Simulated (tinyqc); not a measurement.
Worked calculation: Hubbard chain of 6 sites. Computed by tinyqc, a small Python program that keeps every step. Settings: hopping = 1.85, U = 7.8, mixing = 1, iteration cap = 62. Command: `OMP_NUM_THREADS=1 python tinyqc.py 27873 27874 out.jsonl` (the two numbers bound the seeds that draw the settings). One thread of a shared host (Intel(R) Xeon(R) Processor @ 2.60GHz), about 0.3 s of CPU time with the checks.

one-body matrix (hopping and site energies) (eV), lower triangle:
```
         1        2        3        4        5       6
1   0.0000
2  -1.8500   0.0000
3   0.0000  -1.8500   0.0000
4   0.0000   0.0000  -1.8500   0.0000
5   0.0000   0.0000   0.0000  -1.8500   0.0000
6   0.0000   0.0000   0.0000   0.0000  -1.8500  0.0000
```

U = 7.8000 eV

electrons, up and down: 2  2

n(up) at the start (a guess, not normalised): 1 0.3830, 2 0.2830, 3 0.3830, 4 0.2830, 5 0.3830, 6 0.2830

n(down) at the start (a guess): 1 0.2830, 2 0.3830, 3 0.2830, 4 0.3830, 5 0.2830, 6 0.3830

Each step fills the lowest levels of T + U n(other spin) and sets n(new) = n + mixing (n(out) - n); stop when output and input agree to 1e-8.

Course of the cycle:
```
iteration     E (eV)  largest |n(out) - n(in)|  mean |n_up - n_down|
1          -5.712027                  1.29e-01                0.0943
2          -5.612243                  1.69e-01                0.0939
3          -5.535139                  1.80e-01                0.0849
4          -5.348287                  3.20e-01                0.1418
5          -5.479323                  2.69e-01                0.1201
6          -5.745976                  4.24e-01                0.2782
7          -6.212372                  2.51e-01                0.2601
8          -6.517576                  2.64e-01                0.3814
9          -6.595851                  1.40e-01                0.3423
10         -6.662028                  1.37e-01                0.4241
11         -6.688175                  1.06e-01                0.3753
...              ...                       ...                   ...
52         -6.788282                  8.70e-05                0.4225
53         -6.788282                  7.29e-05                0.4225
54         -6.788282                  6.12e-05                0.4225
55         -6.788282                  5.13e-05                0.4225
56         -6.788282                  4.30e-05                0.4225
57         -6.788282                  3.60e-05                0.4225
58         -6.788282                  3.02e-05                0.4225
59         -6.788282                  2.53e-05                0.4225
60         -6.788282                  2.12e-05                0.4225
61         -6.788282                  1.78e-05                0.4225
62         -6.788282                  1.49e-05                0.4225
```

Can the last value be used, and what does the course show?

Not by the stop rule, although the second column moves by less than 1e-07 over the last three steps. Not converged within 62 iterations: the residual falls steadily but slowly, by a factor of about 0.84 a step. The lowest mean-field energy found from random starts is -6.78828 eV. Reruns (cap 100 unless said): mixing 0.2: not converged; mixing 0.5: not converged; mixing 0.9: converged in 57 (E = -6.78828); the original settings with a cap of 400: converged in 104 (E = -6.78828).
